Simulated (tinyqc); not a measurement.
Electron-beam lithography: double-Gaussian proximity function, edge placement and dose correction for parallel lines. Changing the backscatter ratio eta. Computed by tinyqc, a small Python program. Command: `OMP_NUM_THREADS=1 python tinyqc.py 3113985 3113986 out.jsonl proximity sweep`. One thread of a shared host (Intel(R) Xeon(R) Processor @ 2.30GHz), about 0.01 s of CPU time with the checks.

Lines are infinitely long. Absorbed energy is counted so that the middle of a very large area written at dose 1 receives 1; the resist develops where it exceeds 1/2.

Inputs (values chosen for the exercise, of the order of those for 50 keV electrons in resist on silicon): forward range alpha = 0.021 micrometre; backscatter range beta = 10 micrometre; base dose D0 = 240 microcoulomb/cm^2; width of the test line = 0.067 micrometre; pattern density around the test line = 0.5.

line widths (micrometre): [0.11, 0.043, 0.046, 0.041]

gaps between the lines (micrometre): [0.054, 0.61, 0.14]

Method:
- The first line starts at x = 0; each next one starts after the width and the gap.
- f(r) = [exp(-r^2/alpha^2)/alpha^2 + eta exp(-r^2/beta^2)/beta^2]/(pi (1 + eta)). A line from a to b at dose d gives E(x) = d [S(alpha) + eta S(beta)]/(1 + eta), S(s) = [erf((b - x)/s) - erf((a - x)/s)]/2.
- M_ij is the mean of E at the two edges of line i from line j at dose 1.
- Uncorrected edge energies are M 1. Solve M d = 1/2 for the doses d that put the mean edge energy of every line at the threshold.
- A test line of width w << beta in surroundings of density rho, all at dose d: near its edge E(x) = d [S + eta rho]/(1 + eta), S = [erf((b - x)/alpha) - erf((a - x)/alpha)]/2 for edges a and b, the second term being the background energy. Dose to size d_s = (1 + eta)/(erf(w/alpha) + 2 eta rho), dose = d_s D0; edge slope d [1 - exp(-w^2/alpha^2)]/(sqrt(pi) alpha (1 + eta)); width change per 1 % of dose = 2 x 0.01 x (1/2)/slope.

One run for each value:
```
backscatter ratio eta  largest over smallest dose  dose to size d_s  width change per 1 % of dose (nm)
0.1                                        1.0059            1.0000                             0.4094
0.3                                        1.0060            1.0000                             0.4839
0.5                                        1.0060            1.0000                             0.5583
0.7                                        1.0060            1.0000                             0.6328
0.9                                        1.0060            1.0000                             0.7072
1.1                                        1.0060            1.0000                             0.7817
1.3                                        1.0060            1.0000                             0.8561
1.5                                        1.0060            1.0000                             0.9306
1.7                                        1.0061            1.0000                             1.0050
```

Describe the trends.

Over the rows, largest over smallest dose rises from 1.00594 to 1.00606; dose to size d_s falls from 1.000006 to 1.000002; width change per 1 % of dose (nm) rises from 0.409 to 1.01 (exponent d ln y / d ln x 0.15 between the first rows and 0.61 between the last).

Extremes, crossings and ranges named in words are read from the listed rows.
